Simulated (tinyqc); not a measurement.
Comparisons within one model: thin-film optics by transfer matrices. A value that a table varies takes the place of the one given here.

Indices N = n + i k. Snell: N0 sin(theta) = N_j sin(theta_j), with Im(N_j cos theta_j) >= 0. Admittance y_j = N_j cos theta_j for s and N_j/cos theta_j for p. Phase delta_j = 2 pi N_j cos theta_j d_j/lambda. Layer matrix [[cos delta, -i sin delta/y], [-i y sin delta, cos delta]], multiplied from the top down to M. (B, C) = M (1, y_sub); r = (y0 B - C)/(y0 B + C), R = |r|^2, T = 4 Re y0 Re y_sub/|y0 B + C|^2, absorbed in the films 1 - R - T.

Ellipsometry: rho = tan(Psi) exp(i Delta) = -conj(r_p/r_s) with the r of the admittance formula, Delta in 0 to 360 degrees, so that a bare dielectric at small angles gives Delta = 180.

Parameters, chosen for this exercise (indices near those of resist, ARC on W; shifted at random, so the results belong to these values and not to a real crystal): lam = 193 nm (vacuum wavelength); n0 = 1 (ambient index); n = (1.726, 1.804, 1.287) (n of resist, ARC, substrate); k = (0.02, 0.346, 3.001) (k in the same order); d = (357, 57.1) nm (thicknesses, top first); theta = 70 degrees (angle of incidence); pol = s (polarisation).

## Swing curve: thickness of the top film

The first entry of d takes the values listed.

Stack:

| d_1 (nm) | R | T | absorbed |
|---|---|---|---|
| 357.0 | 0.2791 | 0.0375 | 0.6834 |
| 368.1 | 0.3196 | 0.0346 | 0.6458 |
| 379.2 | 0.4235 | 0.0288 | 0.5477 |
| 390.3 | 0.4780 | 0.0257 | 0.4963 |
| 401.4 | 0.4556 | 0.0264 | 0.5180 |
| 412.5 | 0.3677 | 0.0302 | 0.6021 |
| 423.7 | 0.2890 | 0.0332 | 0.6778 |
| 434.8 | 0.3252 | 0.0308 | 0.6440 |
| 445.9 | 0.4187 | 0.0261 | 0.5552 |
| 457.0 | 0.4688 | 0.0235 | 0.5078 |
| 468.1 | 0.4477 | 0.0241 | 0.5282 |
| 479.2 | 0.3675 | 0.0271 | 0.6054 |
| 490.3 | 0.2982 | 0.0295 | 0.6723 |

R swings between 0.2791 and 0.4780 on these points. The period is lambda/(2 Re(N_1 cos theta_1)) = 66.7 nm, six rows. The swing shrinks from 0.1989 in the first period to 0.1798 in the second, as the film absorbs the wave that returns from below. The swing ratio (max - min)/mean is 0.52.

## Angle of incidence

Both polarisations.

Stack:

| theta (degrees) | R_s | R_p | Psi | Delta |
|---|---|---|---|---|
| 0 | 0.0259 | 0.0259 | 45.00 | 180.00 |
| 15 | 0.0143 | 0.0101 | 39.98 | 182.42 |
| 30 | 0.1034 | 0.0531 | 35.63 | 169.26 |
| 45 | 0.2537 | 0.0741 | 28.39 | 178.79 |
| 55 | 0.2234 | 0.0189 | 16.23 | 222.59 |
| 60 | 0.1959 | 0.0124 | 14.13 | 289.33 |
| 65 | 0.2061 | 0.0318 | 21.46 | 342.25 |
| 70 | 0.2791 | 0.0742 | 27.28 | 5.06 |
| 75 | 0.4082 | 0.1444 | 30.74 | 11.54 |
| 80 | 0.5735 | 0.2699 | 34.45 | 9.91 |
| 85 | 0.7671 | 0.5144 | 39.31 | 5.30 |

R_s and R_p agree at normal incidence (0.0259). R_p is lowest at 15 degrees of those listed (0.0101), where R_s = 0.0143: both are low, so this is an interference minimum, not a Brewster effect. R_s does not rise steadily, because the phase thickness of the films changes with the angle.

## Thickness of the antireflection layer under the resist

Light arrives at normal incidence from inside the resist, taken as the ambient with its real index n; the second entry of d takes the values listed.

Reflectance back into the resist:

| d_2 (nm) | R |
|---|---|
| 0 | 0.5087 |
| 10 | 0.3258 |
| 20 | 0.1206 |
| 30 | 0.0389 |
| 40 | 0.0506 |
| 50 | 0.0765 |
| 60 | 0.0632 |
| 80 | 0.0011 |
| 100 | 0.0191 |
| 120 | 0.0144 |

Without the layer R = 0.5087; the lowest value listed is 0.0011 at 80 nm, against a quarter wave lambda/(4 n) = 26.7 nm. A very thick layer would leave only its top interface, R = 0.0100, once absorption has removed the wave from below.

## Sensitivity of the reflectance

R for both polarisations. Each row changes one parameter from the base and keeps the others.

Results:

| case | R_s | R_p | T_s |
|---|---|---|---|
| base | 0.2791 | 0.0742 | 0.0375 |
| d = (362, 57.1) nm | 0.2802 | 0.0710 | 0.0370 |
| n = (1.761, 1.804, 1.287) | 0.3281 | 0.0575 | 0.0351 |
| k = (0.02, 0.346, 3.311) | 0.2793 | 0.0757 | 0.0339 |
| lam = 198 nm | 0.3554 | 0.0594 | 0.0352 |
| theta = 75 degrees | 0.4082 | 0.1444 | 0.0298 |

The largest shifts from the base row, up to three for each result and ties (the steps differ in size, so this ranks the rows, not the parameters). R_s: theta +0.1292, lam +0.0763, n +0.0490. R_p: theta +0.0702, n -0.0167, lam -0.0148. T_s: theta -0.0077, k -0.0036, n -0.0024.

Program tinyqc; command `OMP_NUM_THREADS=1 python tinyqc.py 1651943 1651944 out.jsonl`; about 0.01 s on one thread of a shared Intel(R) Xeon(R) Processor @ 2.30GHz.
